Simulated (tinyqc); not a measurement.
Inside a calculation. Method: harmonic frequencies on the B3LYP (VWN-RPA form)/3-21g surface (energies and gradients from PySCF), for H2, spin multiplicity 1. Computed by tinyqc, a small Python program that keeps every step (integrals from PySCF). Settings: charge = 0, multiplicity = 1, basis = 3-21g, functional = b3lyp, delta = 0.005. Command: `OMP_NUM_THREADS=1 python tinyqc.py 27744 27745 out.jsonl` (the two numbers bound the seeds that draw the settings). One thread of a shared host (Intel(R) Xeon(R) Processor @ 2.60GHz), about 2 s of CPU time with the checks.

## One row of the Hessian: 1Hz

optimised positions (bohr), order 1H, 2H:
```
[[0.000000, 0.000000, 0.088587],
 [0.000000, 0.000000, 1.498783]]
```

gradient at +delta (hartree/bohr), order 1H, 2H:
```
[[0.00000000, 0.00000000, 0.00190711],
 [0.00000000, 0.00000000, -0.00190711]]
```

gradient at -delta (hartree/bohr), order 1H, 2H:
```
[[0.00000000, 0.00000000, -0.00190467],
 [0.00000000, 0.00000000, 0.00190467]]
```

Displace 1Hz by +/-0.005 bohr; H(k, :) = (g(+) - g(-)) / (2 delta).

row of the Hessian (hartree/bohr^2): [0.00000000, 0.00000000, 0.38117845, 0.00000000, 0.00000000, -0.38117845]

## Hessian by finite differences

All rows are made in the same way, and the matrix is symmetrised.

Hessian (symmetrised) (hartree/bohr^2), order 1Hx, 1Hy, 1Hz, 2Hx, 2Hy, 2Hz:
```
[[0.00001294, 0.00000000, 0.00000000, -0.00001294, 0.00000000, 0.00000000],
 [0.00000000, 0.00001294, 0.00000000, 0.00000000, -0.00001294, 0.00000000],
 [0.00000000, 0.00000000, 0.38117845, 0.00000000, 0.00000000, -0.38117845],
 [-0.00001294, 0.00000000, 0.00000000, 0.00001294, 0.00000000, 0.00000000],
 [0.00000000, -0.00001294, 0.00000000, 0.00000000, 0.00001294, 0.00000000],
 [0.00000000, 0.00000000, -0.38117845, 0.00000000, 0.00000000, 0.38117845]]
```

## Normal modes

masses (u): [2.014102, 1.007825]

Diagonalise H_ij / sqrt(m_i m_j); the 5 smallest eigenvalues belong to translations and rotations; wavenumber = sqrt(eigenvalue / 1822.888) x 219474.63; each mode has its largest component positive (the first on a tie); zero-point energy = sum of wavenumbers / 2, with 349.755 1/cm per kcal/mol. A mass of 2.014 u marks deuterium.

eigenvalues of the mass-weighted Hessian (hartree/(bohr^2 u)): [0.000000, 0.000000, 0.000000, 0.000019, 0.000019, 0.567474]

harmonic wavenumbers of the vibrations (1/cm): [3872.4]

mass-weighted modes, order 1Hx, 1Hy, 1Hz, 2Hx, 2Hy, 2Hz:
```
[[0.000000],
 [0.000000],
 [-0.577498],
 [0.000000],
 [0.000000],
 [0.816392]]
```

zero-point energy = 5.535835 kcal/mol
